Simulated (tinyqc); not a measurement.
p-type polysilicon, carrier trapping at grain boundaries: one step of the calculation.

One-dimensional grains of size Lg, uniform ionised doping N, monovalent traps Qt at each boundary at a depth Et below (for electrons) or above (for holes) the band edge there, abrupt depletion of width W on each side of a boundary, Boltzmann statistics. xi is the distance from the band edge at the grain centre to the Fermi level. Trapped charge Qt/(1 + exp((xi + VB - Et)/Vt)) = 2 N W, barrier VB = q N W^2/(2 eps0 eps_r).

Problem. Depletion width, Fermi level and barrier. If the trap equation with xi = Vt ln(NB/N) has a root W < Lg/2, the grain is partly depleted; otherwise W = Lg/2 and the trap equation gives xi = Et - VB + Vt ln(Qt/(N Lg) - 1). N* = Qt/Lg.

Parameters, values chosen for the exercise; values of the order met in polycrystalline silicon:
- T = 250 K (temperature)
- eps_r = 11.7 (relative permittivity)
- NB = 2.02e19 cm^-3 (valence-band density of states at T)
- Lg = 23 nm (grain size)
- Qt = 8.5e11 cm^-2 (trap density of a grain boundary)
- Et = 0.34 eV (depth of the trap level from the majority band edge at the boundary)
- N = 1.7e17 cm^-3 (doping)

Constants: q = 1.602176634e-19 C, kB = 1.380649e-23 J/K, Vt = kB T/q, eps0 = 8.8541878128e-14 F/cm where lengths are in cm. Results are converted to the units shown.

Give: N*; W; xi; VB; share of traps filled.

Solution.

N* = 3.696e17 cm^-3
W = 11.50 nm
xi = 0.3261 V
VB = 0.01739 V
share of traps filled = 0.4600

N is 0.460 N*, and the grain is fully depleted; VB = 0.807 Vt.

Program tinyqc, `OMP_NUM_THREADS=1 python tinyqc.py 2830003 2830004 out.jsonl`; Intel Xeon 2.30GHz, shared host, one thread, about 0.01 s.
